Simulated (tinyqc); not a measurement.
What moves the results: bond unit of a tetrahedral oxide and its oxygen vacancy in tight binding. A value that a table varies takes the place of the one given here.

Two sp3 hybrids h1, h2 at eh = (es + 3 ep)/4 point at one oxygen with orbitals s, px, py, pz; x joins the two cations, z bisects the angle phi, and th = (180 - phi)/2. With u = hbar^2/(m d^2) = 2c/d^2, c = hbar^2/2m0: Vhs = -(1.32 + sqrt3 x 1.42) u/2 and Vhp = (1.42 + sqrt3 x 2.22) u/2. <h|s> = Vhs for both; <h1|px> = Vhp cos(th), <h2|px> = -Vhp cos(th); <h|pz> = Vhp sin(th) for both; py is a lone pair. The unit holds 8 electrons. Coupling between units, which widens the levels into bands, is left out.

Without the oxygen the two hybrids face each other at distance R and couple by -V2, V2 = 3.22 x 2c/R^2, c = hbar^2/2m0: a bond at eh - V2 with two electrons and an antibond at eh + V2. Levels are measured from eop, the lone-pair level that stands for the top of the valence band.

Constants: hbar^2/2m0 = 3.80998211 eV angstrom^2.

Inputs chosen for the exercise (near tabulated values for SiO2; the results hold for these values, not for the real material):
```
symbol  value   unit      meaning
es      -14.74  eV        s level of the cation
ep      -7.45   eV        p level of the cation
eos     -33.83  eV        s level of oxygen
eop     -17.05  eV        p level of oxygen
d       1.61    angstrom  cation-oxygen distance
phi     167     degrees   bond angle at oxygen
R       2.86    angstrom  cation-cation distance across the vacancy
```

## Bond angle at oxygen

phi is varied at fixed d. Levels above eop; cation-cation distance 2 d cos(th); band energy is twice the sum of the four filled levels, relative to phi = 180; excess on O is the number of electrons on oxygen less 6.

Against phi:
```
phi (deg)  distance (angstrom)  level 2  level 3  level 5  level 6  excess on O  band energy (eV)
110                      2.638   -5.884   -2.661   12.909   13.661        0.929            -1.982
120                      2.789   -6.356   -2.122   12.327   14.134        0.954            -1.763
130                      2.918   -6.765   -1.593   11.759   14.543        0.990            -1.446
140                      3.026   -7.106   -1.094   11.229   14.884        1.035            -1.067
150                      3.110   -7.375   -0.654   10.764   15.153        1.083            -0.675
160                      3.171   -7.570   -0.305   10.396   15.347        1.130            -0.328
170                      3.208   -7.687   -0.079   10.158   15.464        1.164            -0.087
180                      3.220   -7.726    0.000   10.076   15.504        1.177             0.000
```

What does this show, and why?

Bending moves coupling from px to pz: level 2 rises from -7.73 to -5.88 eV and level 3 falls from 0.00 to -2.66 eV between 180 and 110 degrees. The lowest empty level is lowest at 180 degrees (10.08 eV) and highest at 110 (12.91 eV), so a spread of angles in a glass smears the conduction edge. The band energy is lowest at 110 degrees of those listed (-1.98 eV); the repulsion of the cations, not included, opposes bending.

## The vacancy as the cations move

R is varied; eh = (es + 3 ep)/4. The last two columns are the band energies of the bond with two electrons, -2 V2, and with one, -V2.

Against R (eV):
```
R (angstrom)     V2  bond level  antibond level  two electrons  one electron
2.20          5.069       2.708          12.847        -10.139        -5.069
2.35          4.443       3.335          12.220         -8.886        -4.443
2.50          3.926       3.852          11.703         -7.852        -3.926
2.70          3.366       4.412          11.143         -6.731        -3.366
3.00          2.726       5.051          10.504         -5.453        -2.726
3.30          2.253       5.524          10.031         -4.506        -2.253
3.70          1.792       5.985           9.570         -3.585        -1.792
4.20          1.391       6.387           9.168         -2.782        -1.391
```

How do the results move?

The bond level rises from 2.71 eV at 2.2 to 6.39 eV at 4.2 angstrom, towards the lone hybrid at 7.78 eV. Taking one electron away halves the pull between the cations (at 2.5 angstrom from 6.28 to 3.14 eV/angstrom), so the positive vacancy relaxes outward and its level moves up: capture and release of a hole take place at different energies.

## What each value does

Spacing from the highest filled to the lowest empty level, excess electrons on oxygen (their number less 6), and the vacancy bond level eh - V2 - eop, V2 = 3.22 x 2c/R^2. Each row changes one parameter from the base and keeps the others.

Results:
```
case               spacing (eV)  excess on O  vacancy level (eV)
base                    10.2143       1.1559              4.7778
es = -14.24 eV          10.3280       1.1624              4.9028
ep = -6.95 eV           10.5559       1.1752              5.1528
eos = -31.83 eV         10.3787       1.1357              4.7778
eop = -16.55 eV          9.7213       1.1340              4.2778
d = 1.65 angstrom       10.0054       1.1833              4.7778
phi = 159 degrees       10.4276       1.1256              4.7778
R = 3.01 angstrom       10.2143       1.1559              5.0693
```

What does this show?

The largest shifts from the base row, up to three for each result and ties (the steps differ in size, so this ranks the rows, not the parameters). spacing (eV): eop -0.4930, ep +0.3416, phi +0.2133; unchanged at the printed digits by R. excess on O: phi -0.0303, d +0.0274, eop -0.0219; unchanged at the printed digits by R. vacancy level (eV): eop -0.5000, ep +0.3750, R +0.2915; unchanged at the printed digits by eos, d and phi.

Run: tinyqc, `OMP_NUM_THREADS=1 python tinyqc.py 1481961 1481962 out.jsonl`; Intel(R) Xeon(R) Processor @ 2.30GHz, one thread, shared host; about 0.01 s of CPU time with all checks.
